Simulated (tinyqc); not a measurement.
Inside a calculation: temperature and isotope dependence of a band gap in oscillator models. Values are carried at full precision from step to step, so a last printed digit may differ when a step is redone from the rounded ones.

E(T) = E0 - sum_i sl_i th_i n_i(T), n = 1/(exp(th/T) - 1). The same coupling lowers the gap at 0 K by the zero-point term ZP = sum_i sl_i th_i/2, so the gap of the static lattice is E0 + ZP. Thermal expansion is taken as part of the slopes.

Values chosen for the exercise (near those of InP; the results hold for these values, not for the real material): E0 = 1.412 eV (gap at 0 K); th = (137, 365) K (temperatures of two oscillators); sl = (0.09, 0.285) meV/K (their high-temperature slopes); T = 400 K (temperature); M = 72.85 u (mean atomic mass); dM = -3.1 u (change of the mean mass (not bounded by the natural isotopes)); T12 = (210, 460) K (temperatures of the fits).

## The gap at T

Give the occupations, the two terms, the gap, ZP and the static gap.

n_i: 2.44819  0.67090

terms (meV): 30.186  69.790

E(T) = 1.3120 eV
ZP = 58.18 meV
static gap = 1.4702 eV

The thermal fall, 100.0 meV, is larger than the zero-point term, 58.2 meV; the soft oscillator supplies 30 % of the fall but 11 % of ZP. A calculation with clamped ions should be compared with the static gap.

## Slope and asymptote

dE/dT = -sum sl_i (th_i/T)^2 n_i (1 + n_i). At high T, n -> T/th - 1/2, so E -> E0 + ZP - (sum sl_i) T. Give the slope, its ratio to the limit, and the value at 0 K of the tangent drawn at T.

dE/dT = -0.3551 meV/K
ratio to the limiting slope = 0.9471
intercept of the tangent = 1.4541 eV
intercept - E0 = 42.08 meV

The tangent recovers 72 % of ZP: the extrapolation works only from T well above the higher oscillator (365 K).

## Isotope effect

With M -> M + dM the oscillator temperatures scale as M^(-1/2) and the slopes stay. Give th, ZP, E0 (static gap fixed) and E(T) for the new mass, and the linear rule dE0 = ZP dM/(2 M).

th (K): 140.01  373.02

ZP = 59.456 meV
shift of E0 = -1.279 meV
linear rule = -1.238 meV
shift of E(T) = -0.357 meV

The lighter crystal has the narrower gap. At 400 K 28 % of the shift at 0 K is left; it fades at high T, where the motion is classical and the mean-square amplitude no longer depends on mass.

## Two common fits

Two-parameter forms are made to pass through the falls at the two temperatures T12: Varshni aV T^2/(T + bV), from the line T^2/fall = (T + bV)/aV; one oscillator s1 t1/(exp(t1/T) - 1), with t1 from the ratio of the falls.

Give the falls and the parameters.

falls (meV): 35.5973  121.4354

aV = 0.4964 meV/K
bV = 405 K
t1 = 293.5 K
s1 = 0.3694 meV/K
ZP of the one-oscillator fit = 54.2 meV

The limiting slope of the model is 0.3750 meV/K; Varshni puts it +32 % off and one oscillator -1 %. The ZP of the fit differs from the true one by -4.0 meV.

## Checks

- Slope by finite differences against the formula (meV/K): both 0.35515.
- Fall at 20 times the higher oscillator temperature against the asymptote (meV): 2679.8 against 2679.3.

(tinyqc, `OMP_NUM_THREADS=1 python tinyqc.py 1850474 1850475 out.jsonl`, Intel(R) Xeon(R) Processor @ 2.30GHz, 1 thread, shared host, about 0.01 s.)
